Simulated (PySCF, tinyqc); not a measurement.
The basis set: RHF and MP2 along a ladder of basis sets, for H4, spin multiplicity 1. Computed by the program tinyqc with PySCF. Same geometry throughout; the dipole is taken about the origin.

Geometry (angstrom):
```
atom       x       y       z
H     0.0000  0.0000  0.0000
H     0.0000  0.0000  0.8000
H     0.0000  0.9020  0.0000
H     0.0000  0.9020  0.8000
```

RHF and frozen-core MP2 in a ladder of bases:
```
basis    functions  E(RHF) (hartree)  E(MP2 corr) (hartree)  HOMO (eV)  LUMO (eV)  dipole (debye)
sto-3g           4          -1.76604               -0.04171     -6.271      8.608           0.000
3-21g            8          -1.90415               -0.04551     -8.563      2.490           0.000
6-31g            8          -1.91288               -0.04559     -8.698      2.101           0.000
6-31g**         20          -1.93439               -0.06696     -8.447      2.229           0.000
cc-pvdz         20          -1.93348               -0.06733     -8.508      1.794           0.000
cc-pvtz         56          -1.94385               -0.08052     -8.585      1.513           0.000
```

Estimate the missing row, basis = aug-cc-pvdz.

Computed row:
```
basis        functions  E(RHF) (hartree)  E(MP2 corr) (hartree)  HOMO (eV)  LUMO (eV)  dipole (debye)
aug-cc-pvdz         36          -1.93539               -0.07058     -8.621      0.759           0.000
```

From cc-pVDZ to cc-pVTZ the RHF energy falls by 10.4 mhartree and the correlation energy by 13.2. If valence correlation converges as X^-3, (27 E(T) - 8 E(D))/19 gives -0.0861 hartree, a rough estimate from such small X that usually falls short; STO-3G holds about 48 % of it. Beyond STO-3G the LUMO moves by 1.7 eV and the HOMO by 0.3 eV. The restricted reference is unstable here: a spin-polarised solution lies 0.0216 hartree lower (PySCF, cc-pVDZ), so results built on it describe a poor reference.
